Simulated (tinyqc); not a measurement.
The internal displacement: deformation potentials from a strained empirical pseudopotential.

Diamond lattice, no spin-orbit coupling. Atomic form factor V(q) = a1 (q^2 - a2)/(a3 exp(a4 q^2) - 1) in rydberg with q in 1/bohr, for the unstrained cell. Under a strain e the reciprocal vectors and k go over into (1 + e)^(-1) G, the atoms sit at +/- tau with tau = (1 + e) a (1,1,1)/8 - zeta a (eyz, ezx, exy)/4, and H(G,G') = c |k + G|^2 delta + (V(q)/det(1 + e)) cos(q.tau), q = G - G', with the term q = 0 left out; c = hbar^2/2m0. The basis is fixed before straining: all G with |k + G|^2 up to 16 (2 pi/a)^2. k is given in units of 2 pi/a of the unstrained cell.

Constants: hbar^2/2m0 = 3.80998211 eV angstrom^2; Ry = 13.60569312 eV; a0 (Bohr radius) = 0.5291772105 angstrom.

Values chosen for the exercise (out of a larger set: near those of Si; not measured data):
- a = 5.43 angstrom (lattice constant)
- A = (0.54, 2.195, 2.067, 0.491) (a1 (Ry bohr^2), a2 (1/bohr^2), a3, a4 (bohr^2))
- h = 0.004 (size of the test strain)

Xu of L (level 5, the lowest empty one) and d from exy = eyz = ezx = h for several zeta: Xu = [E(L [111]) - E(L [1-1-1])]/((8/3) h), d = (single valence level - pair)/(3 sqrt(3) h). zeta = 0 strains the bonds with the lattice; zeta = 1 keeps all four bond lengths equal to first order.

Results:
```
zeta  Xu (L) (eV)  d (eV)
0.00        11.09    0.58
0.25        11.48   -1.71
0.50        11.89   -4.01
0.60        12.06   -4.92
0.75        12.32   -6.30
1.00        12.75   -8.58
```

What can be read from this table?

From zeta = 0 to 1, d goes from 0.58 to -8.58 eV and Xu (L) from 11.09 to 12.75 eV, both nearly linearly: the displacement is an optical-phonon mode, and d = d(0) - zeta d0/4 gives its deformation potential d0 = 37 eV. Leaving the relaxation out (zeta = 0 for 0.5) moves d by +4.59 eV, which reverses its sign, and Xu (L) by -0.80 eV. Tetragonal strain has no such freedom.

tinyqc: `OMP_NUM_THREADS=1 python tinyqc.py 1880896 1880897 out.jsonl`; about 0.2 s, one thread, shared Intel(R) Xeon(R) Processor @ 2.30GHz.
